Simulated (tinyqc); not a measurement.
Wafer bonding and layer transfer: bond energy, gap closing, particles, bonding of dissimilar wafers and hydrogen blisters: one step, computed by the program tinyqc.

gamma is the energy per area of each of the two surfaces; plates are isotropic.

Task: Heating a pair with different expansion. M = E/(1 - nu), misfit e = (alpha_2 - alpha_1) dT. Curvature k = 6 M1 M2 t1 t2 (t1 + t2) e/[M1^2 t1^4 + M2^2 t2^4 + 2 M1 M2 t1 t2 (2 t1^2 + 3 t1 t2 + 2 t2^2)]; force per width F = k (M1 t1^3 + M2 t2^3)/(6 (t1 + t2)); at the interface s1 = F/t1 + M1 k t1/2, s2 = -F/t2 - M2 k t2/2; stored biaxial energy U = F^2 [1/(M1 t1) + 1/(M2 t2)] + k^2 (M1 t1^3 + M2 t2^3)/12; the pair can part when U > 2 gamma.

Inputs (values chosen for the exercise, with wafer 1 close to silicon):
```
quantity                              value        unit
Young's modulus E1                      138         GPa
Young's modulus E2                      101         GPa
Poisson ratio nu                       0.18           -
thickness t1                            725  micrometre
thickness t2                           1000  micrometre
expansion mismatch alpha_2 - alpha_1    2.6      1e-6/K
heating dT                              375           K
```

Pair: two different wafers.

bond energy gamma = 1.746800 J/m^2

Give: curvature; force per width; stress in wafer 1 at the interface; stress in wafer 2 at the interface; stored energy U; largest dT for this gamma.

Result:

curvature = 0.8422 1/m

force per width = 15.24 kN/m

stress in wafer 1 at the interface = 72.40 MPa

stress in wafer 2 at the interface = -67.10 MPa

stored energy U = 14.86 J/m^2

largest dT for this gamma = 181.8 K

U exceeds 2 gamma: the pair can debond; the bond strengthens on heating, so slow ramps or thinning one wafer first help. Caution: on a wafer of 100 mm the sag k R^2/2 would exceed half the thickness of the pair, beyond the small-deflection theory: the plate stiffens.
